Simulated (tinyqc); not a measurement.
Off-state leakage of single and stacked transistors: one step of the calculation.

n-channel devices of unit width. Subthreshold current I(Vg, Vs, Vd) = I0 (T/300 K)^0.5 exp[(Vg - Vs - VT(T) - gb (Vs - Vb) + dd (Vd - Vs))/(nf Vt)] (1 - exp(-(Vd - Vs)/Vt)), VT(T) = VT - cT (T - 300 K). Gate-edge tunnelling Ig (Vd/1 V) exp(ag (Vd - 1 V)), for a gate at 0 V, and band-to-band leakage Ab u exp(-Bb/u), u = Vd - Vb + 1 V, flow at a drain held at V; both are taken as independent of T. In a stack of off transistors (all gates at 0 V) the same subthreshold current passes through each.

Question. Leakage of one transistor. Vg = Vs = 0, Vd = V; effective threshold VT(T) - gb Vb - dd V.

Inputs (values chosen for the exercise); values of the order met in bulk silicon logic transistors: temperature T = 300 K; supply voltage V = 1.2 V; threshold at 300 K, zero drain and body bias VT = 0.25 V; fall of the threshold with temperature cT = 0.6 mV/K; current at threshold at 300 K I0 = 0.1 uA/um; slope factor nf = 1.26; drain-induced lowering per volt dd = 0.04; rise of the threshold per volt of source-body bias gb = 0.14; gate-edge tunnelling current at 1 V Ig = 0.0008 uA/um; exponential slope of the gate current ag = 5.7 1/V; prefactor of band-to-band leakage at the drain Ab = 2 uA/(um V); its exponential voltage Bb = 23 V; body voltage Vb = 0 V.

Constants: q = 1.602176634e-19 C, kB = 1.380649e-23 J/K, Vt = kB T/q. Results are converted to the units shown.

Give: effective threshold; parts; total; shares.

Answer.

effective threshold = 0.2020 V
parts (nA/um): subthreshold 0.2027, gate edge 3.002, band-to-band 0.1268
total = 3.331 nA/um
shares (%): subthreshold 6.084, gate edge 90.11, band-to-band 3.806

The gate edge part is the largest.

tinyqc, about 0.03 s, one thread, Intel Xeon 2.30GHz (shared host): `OMP_NUM_THREADS=1 python tinyqc.py 2242082 2242083 out.jsonl`
